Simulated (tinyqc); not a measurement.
# Hydrogenic impurity: series, fields, screening, photoionisation and donor-acceptor pairs, step by step

A worked calculation. Computed by tinyqc, a small Python program that keeps every step. Command: `OMP_NUM_THREADS=1 python tinyqc.py 3004587 3004588 out.jsonl hydrogenic walk`. One thread of a shared host (Intel(R) Xeon(R) Processor @ 2.30GHz), about 0.01 s of CPU time with the checks. Intermediate numbers are printed to about 6 digits and carried at full precision; extremes and crossings named in words are read from the listed rows.

One isotropic, parabolic band. Effective units: Ry* and a*, in which H = -nabla^2 - 2/r.

Inputs (values chosen for the exercise, modelled on CdTe): electron mass m = 0.0929 m_0; dielectric constant eps = 9.92; donor density N = 5.5e+16 cm^-3; magnetic field B = 40 T.

Parts treated: magnetic field and screening.

Constants: Ry = 13.605693123 eV; a_0 = 0.529177210903 angstrom; h x 1 THz = 4.135667696 meV; mu_B = 5.7883818060e-05 eV/T.

## Effective units and the series

Ry* = Ry m/eps^2, a* = a_0 eps/m; level n is bound by Ry*/n^2; <r> = (3/2) a* in 1s; lines 1s -> np at Ry* (1 - 1/n^2); 1 THz = 4.135667696 meV.

Ry* = 12.8444 meV

a* = 56.5063 angstrom

<r> of 1s = 84.7595 angstrom

Series:
```
n  binding (meV)  line from 1s (meV)  line (THz)
2        3.21109              9.6333     2.32932
3        1.42715             11.4172     2.76067
4        0.80277             12.0416     2.91165
5        0.51378             12.3306     2.98153
```

## Overlap of donors

Wigner-Seitz radius r_s = (3/(4 pi N))^(1/3); Mott criterion N_c^(1/3) a* = 0.26; overlap of two 1s orbitals at distance d: S = exp(-x)(1 + x + x^2/3), x = d/a*, with d = N^(-1/3).

r_s = 163.123 angstrom

Mott density = 9.74157e+16 cm^-3

N over the Mott density = 0.564591

overlap S = 0.122643

The sample is on the insulating side, but close enough for an impurity band.

## Donor in a magnetic field

gamma = hbar omega_c/(2 Ry*) = mu_B B/(m Ry*). For m_z = 0, H = -nabla^2 - 2/r + gamma^2 rho^2/4, and the band edge moves to gamma Ry*. Basis: exp(-al rho^2 - be z^2), al_k = 0.02 x 2.4^k + gamma/4 x c with k = 0..11, be_k = 0.02 x 2.4^k and c = 0, 0.5, 1 (36 functions). With A = al_i + al_j, B = be_i + be_j (not the field) and the common factor pi^(3/2) dropped: S = 1/(A sqrt(B)), kinetic S (4 al_i al_j/A + 2 be_i be_j/B), <rho^2> = S/A, <1/r> = (2/sqrt(pi)) atanh(u)/(A u), u = sqrt(1 - B/A), which is (2/sqrt(pi))/A when A = B; overlap eigenvalues below 1e-11 are dropped. Binding = (gamma - E) Ry*; the spin term shifts level and edge alike.

gamma = 1.94039

hbar omega_c = 49.8461 meV

magnetic length a*/sqrt(gamma) = 40.5651 angstrom

ground level = -1.08776 meV

binding energy in the field = 26.0108 meV

The field squeezes the orbit and raises the binding by a factor 2.025.

## Weak-field and exact binding

Perturbation theory: E = -1 + gamma^2/2 - (53/96) gamma^4 Ry*.

Ground level (Ry*):
```
gamma    B (T)     basis  second order  fourth order  binding
0.19     3.917  -0.98257      -0.98195  -9.82669e-01  1.17257
0.30     6.184  -0.95837      -0.95500  -9.59472e-01  1.25837
0.49    10.101  -0.89812      -0.87995  -9.11777e-01  1.38812
0.50    10.307  -0.89441      -0.87500  -9.09505e-01  1.39441
0.70    14.430  -0.81144      -0.75500  -8.87555e-01  1.51144
0.97    19.996  -0.67830      -0.52955  -1.01831e+00  1.64830
1.00    20.614  -0.66233      -0.50000  -1.05208e+00  1.66233
1.90    39.167  -0.11178       0.80500  -6.38981e+00  2.01178
3.90    80.396   1.36000       6.60500  -1.21116e+02  2.54000
7.80   160.793   4.58933      29.42000  -2.01412e+03  3.21067
```

Second order stays within 1 % of the basis value up to gamma = 0.30 of those listed and fourth order up to 0.30; beyond, the truncated (asymptotic) series fails, while the binding keeps growing slowly, to 3.21 Ry* at gamma = 7.8. Rows above about 100 T are beyond laboratory magnets, and there polaron and band-shape effects enter.

## Binding under screening

Thomas-Fermi screening by N free electrons of one valley, taken as a degenerate gas (the hypothesis that all donors are ionised): q a* = sqrt(4 k_F a*/pi), k_F = (3 pi^2 N)^(1/3). Screened potential -(2/r) exp(-q r). Basis exp(-zeta r), zeta_k = 0.02 x 1.6^k, k = 0..23: S = 2/s^3, T = zeta_i zeta_j S, V = -2/(s + q)^2 with s = zeta_i + zeta_j; overlap eigenvalues below 1e-11 are dropped.

q a* = 0.920028

screened binding energy = 0.539628 meV

Screening leaves 4.2 % of the binding.

## From screening to the Mott criterion

First order: 1 - 2 q a*. One exponent: the maximum over zeta of 8 zeta^3/(2 zeta + q)^2 - zeta^2 (golden section on 0.01 to 1.2).

Binding (Ry*):
```
N^(1/3) a*    N (cm^-3)      q a*  first order  one exponent     basis
0.0043      4.40671e+11  0.130145     0.739711      0.763197  0.763231
0.0130      1.21770e+13  0.226289     0.547422      0.614967  0.615209
0.0320      1.81618e+14  0.355031     0.289937      0.446634  0.447725
0.0640      1.45294e+15  0.502090    -0.004181      0.291057  0.294314
0.1100      7.37712e+15  0.658246    -0.316492      0.163231  0.170513
0.1600      2.27022e+16  0.793875    -0.587749      0.080119  0.092336
0.2100      5.13295e+16  0.909498    -0.818995      0.028334  0.045428
```

The binding falls from 0.763 to 0.045 Ry*. First order, a constant shift of the potential, overshoots and turns negative from q a* = 0.5. One exponent loses the state at q a* = 1 (N^(1/3) a* = 0.254, the classic form of the Mott criterion); the full basis keeps it to 1.19. The dilute rows are formal, since there the electrons are bound or non-degenerate.

Checks made by the program: weak-field limit -1 + gamma^2/2 (relative difference 8e-06); the bound state at q = 0 (relative difference 8e-07).
